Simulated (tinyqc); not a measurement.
Boltzmann transport in a parabolic band with a power-law relaxation time: one step. Integrals for r = 0 (a constant relaxation time). Two cases, with inputs chosen for the exercise.

Question. Evaluate F_j and K_j for j = 1/2, r + 1/2, r + 3/2, r + 5/2 and 2r + 1/2 (each value once).

F_j(eta) = (1/Gamma(j + 1)) integral_0^infinity x^j dx/(1 + exp(x - eta)), which tends to exp(eta) for eta << 0.

tau = tau0 x^r with x = E/kT. With K_j = Gamma(j + 1) F_j(eta): <tau> = tau0 (r + 3/2) K_(r+1/2)/((3/2) K_(1/2)); mu = <tau>/(mc m0/e), m0/e = 5.685630e-12 kg/C; Hall factor rH = (3/2) K_(1/2) (2r + 3/2) K_(2r+1/2)/((r + 3/2) K_(r+1/2))^2; Seebeck S = -(kB/e) [(r + 5/2) K_(r+3/2)/((r + 3/2) K_(r+1/2)) - eta]; Lorenz number L = (kB/e)^2 [(r + 7/2) K_(r+5/2)/((r + 3/2) K_(r+1/2)) - ((r + 5/2) K_(r+3/2)/((r + 3/2) K_(r+1/2)))^2]; kB/e in V/K. Valley anisotropy is left out of rH.

Case 1.

Values chosen (out of a larger set: masses near those of GaN; tau0 is set for a mobility of the usual size at this n, kL is a free input; freeze-out and phonon drag, which matter near 77 K, are left out; not measured data): r = 0 (exponent of tau).

eta = -5.807115

Case 2.

Values chosen (out of a larger set: masses near those of Ge; tau0 is set for a mobility of the usual size at this n, kL is a free input; freeze-out and phonon drag, which matter near 77 K, are left out; not measured data): r = 0 (exponent of tau).

eta = -2.178408

Give: F_j and K_j.

Answer.

Case 1.

F_j and K_j:
```
j          F_j        K_j
0.5  0.0030029  0.0026613
1.5  0.0030045  0.0039940
2.5  0.0030053  0.0099876
```

Case 2.

F_j and K_j:
```
j        F_j       K_j
0.5  0.10895  0.096554
1.5  0.11104   0.14761
2.5  0.11212   0.37261
```

Computed by tinyqc, one run a case: `OMP_NUM_THREADS=1 python tinyqc.py N N+1 out.jsonl` with N = 1681733, 1682229; one thread of a shared Intel(R) Xeon(R) Processor @ 2.30GHz, about 0.02 s a run at most.
